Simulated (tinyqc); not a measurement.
# Double-gate transistor, scale length and short-channel effects: effects of single changes

A body of thickness ts between two insulators of thickness ti and two tied gates. Below threshold the potential that source and drain add obeys Laplace's equation and vanishes on the gate. Its lowest mode decays along the channel as exp(-k y); k is the smallest positive root of the matching condition at the interface, and the scale length is Lambda = pi/k.

Inputs (values chosen for the exercise); permittivities: semiconductor close to that of germanium, insulator close to that of aluminium oxide: temperature T = 250 K; relative permittivity of the semiconductor eps_r = 16.3; relative permittivity of the insulator ei = 9.36; insulator thickness ti = 4.6 nm; body thickness ts = 10.8 nm; channel length L = 64 nm; potential of the source Vbi = 1.04 V; potential of the barrier top at threshold sT = 0.39 V; drain voltage Vds = 0.5 V.

Constants: q = 1.602176634e-19 C, kB = 1.380649e-23 J/K, Vt = kB T/q. Results are converted to the units shown.

Each table varies one quantity; the others keep the values above.

## Effect of the insulator thickness

k is the smallest positive root of f(k) = ei cos(k ti) cos(k ts/2) - eps_r sin(k ti) sin(k ts/2). Along the channel psi(y) = s + a exp(y/l) + b exp(-y/l) with psi(0) = Vbi, psi(L) = Vbi + Vds and l = 1/k = Lambda/pi; with A = Vbi - s, B = A + Vds, x = exp(-L/l): a = (B - A x) x/(1 - x^2), b = (A - B x)/(1 - x^2). The minimum is s + 2 sqrt(a b), at y = (l/2) ln(b/a). The long-channel potential follows the gate as s = sT + (Vg - VTL)/m, and the threshold VT is the gate voltage at which the minimum equals sT. Swing = m Vt ln 10/g at threshold, g = d(minimum)/ds = 1 - (b x + a)/((1 + x) sqrt(a b)). DIBL = [VT(0.05 V) - VT(Vds)]/(Vds - 0.05 V). sT and Vbi are held fixed; m = 1.

Effect of the insulator thickness:

| ti (nm) | Lambda (nm) | L/Lambda | VT - VTL at Vds (mV) | DIBL (mV/V) | swing (mV/decade) |
|---|---|---|---|---|---|
| 1.5 | 15.74 | 4.065 | -2.924 | 1.429 | 49.78 |
| 2 | 17.24 | 3.713 | -5.098 | 2.492 | 49.91 |
| 2.6 | 18.95 | 3.378 | -8.667 | 4.240 | 50.12 |
| 3.4 | 21.12 | 3.031 | -15.06 | 7.376 | 50.50 |
| 4.4 | 23.69 | 2.701 | -25.60 | 12.55 | 51.13 |
| 5.7 | 26.88 | 2.381 | -43.21 | 21.24 | 52.18 |
| 7.4 | 30.87 | 2.073 | -72.24 | 35.65 | 53.90 |

What does the comparison show?

As ti goes from 1.5 to 7.4 nm, Lambda rises from 15.7 to 30.9 nm, DIBL rises from 1.43 to 35.6 mV/V and the swing rises from 49.8 to 53.9 mV a decade. On average Lambda goes as ti^(0.42).

## Effect of the relative permittivity of the insulator

Same model as above.

Effect of the relative permittivity of the insulator:

| ei | Lambda (nm) | L/Lambda | VT - VTL at Vds (mV) | DIBL (mV/V) | swing (mV/decade) |
|---|---|---|---|---|---|
| 3.9 | 34.450 | 1.8577 | -104.83 | 51.914 | 55.818 |
| 5.7 | 29.358 | 2.1799 | -60.332 | 29.727 | 53.191 |
| 8.5 | 25.082 | 2.5516 | -32.638 | 16.022 | 51.549 |
| 12 | 22.136 | 2.8913 | -18.842 | 9.2309 | 50.729 |
| 18 | 19.393 | 3.3002 | -9.8081 | 4.7985 | 50.191 |
| 27 | 17.282 | 3.7032 | -5.1790 | 2.5319 | 49.915 |
| 40 | 15.713 | 4.0731 | -2.8888 | 1.4117 | 49.778 |

What does the comparison show?

As ei goes from 3.9 to 40, Lambda falls from 34.5 to 15.7 nm, DIBL falls from 51.9 to 1.41 mV/V and the swing falls from 55.8 to 49.8 mV a decade. On average Lambda goes as ei^(-0.34).

Program tinyqc, `OMP_NUM_THREADS=1 python tinyqc.py 2420075 2420076 out.jsonl`; Intel Xeon 2.30GHz, shared host, one thread, about 0.01 s.
